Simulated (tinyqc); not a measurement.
Approximations to the ground state: Holstein polaron on two sites. Computed by tinyqc, a small Python program. Command: `OMP_NUM_THREADS=1 python tinyqc.py 3002763 3002764 out.jsonl holstein walk`. One thread of a shared host (Intel(R) Xeon(R) Processor @ 2.30GHz), about 0.01 s of CPU time with the checks.

One electron on sites 1 and 2: H = -t (c1+ c2 + c2+ c1) + hbar omega sum_i b_i+ b_i - g hbar omega sum_i n_i (b_i + b_i+). The symmetric phonon shifts the energy by -g^2 hbar omega/2 and drops out; with b = (b_1 - b_2)/sqrt(2) there remains H = -t sigma_x + hbar omega b+ b - (g hbar omega/sqrt(2)) sigma_z (b + b+). Parity splits it into blocks p = +1 and -1 over phonon numbers n. Zero-point energies are left out. Weights Z refer to mode b alone; the displaced symmetric mode multiplies the full zero-phonon weight by exp(-g^2/2).

Inputs (values chosen for the exercise, for a model dimer): hopping t = 15 meV; phonon energy hbar omega = 73.4 meV; coupling g = 0.241.

Method:
- Polaron binding energy E_p = g^2 hbar omega; ratio E_p/t (the adiabatic potential has two wells when it exceeds 1); adiabaticity hbar omega/t.
- Block p: H_nn = n hbar omega - p t (-1)^n - g^2 hbar omega/2, H_(n,n+1) = -(g hbar omega/sqrt(2)) sqrt(n + 1).
- Use 60 levels in both blocks; Z = c_0^2 is the weight of n = 0 in the ground state c; the splitting is the lowest odd level less the lowest even one, which without coupling is the smaller of 2t and hbar omega; <sigma_x> = sum (-1)^n c_n^2 measures the kinetic energy.
- Second order: E = -t - E_p/2 - (E_p/2) hbar omega/(hbar omega + 2t). Lang-Firsov: E = -E_p - t exp(-g^2). Variable displacement: E(x) = -E_p/2 - t exp(-g^2 x^2) - (E_p/2)(2x - x^2), minimised over 0 <= x <= 1. Adiabatic, classical lattice: E = -E_p/2 - t for E_p < t, else -E_p - t^2/(2 E_p); it leaves out the change of zero-point energy.

E_p = 4.26315 meV

E_p/t = 0.284210

ground-state energy = -18.6537 meV

hbar omega/t = 4.89333

splitting/(2t) = 0.934269

Ground-state energy (meV):

| method | E | E - exact |
|---|---|---|
| second order in g | -18.645 | 0.0090 |
| Lang-Firsov | -18.417 | 0.2370 |
| variable displacement | -18.651 | 0.0026 |
| adiabatic, classical | -17.132 | 1.5222 |

best displacement x = 0.71596

What follows from these numbers?

Closest here is variable displacement (0.00 meV), furthest adiabatic, classical (+1.52 meV), at hbar omega/t = 4.89 and E_p/t = 0.28. Lang-Firsov and variable displacement are variational and lie above the exact value. The Lang-Firsov narrowing exp(-g^2) = 0.944 compares with the exact splitting ratio 0.934.

Extremes, crossings and ranges named in words are read from the listed rows.
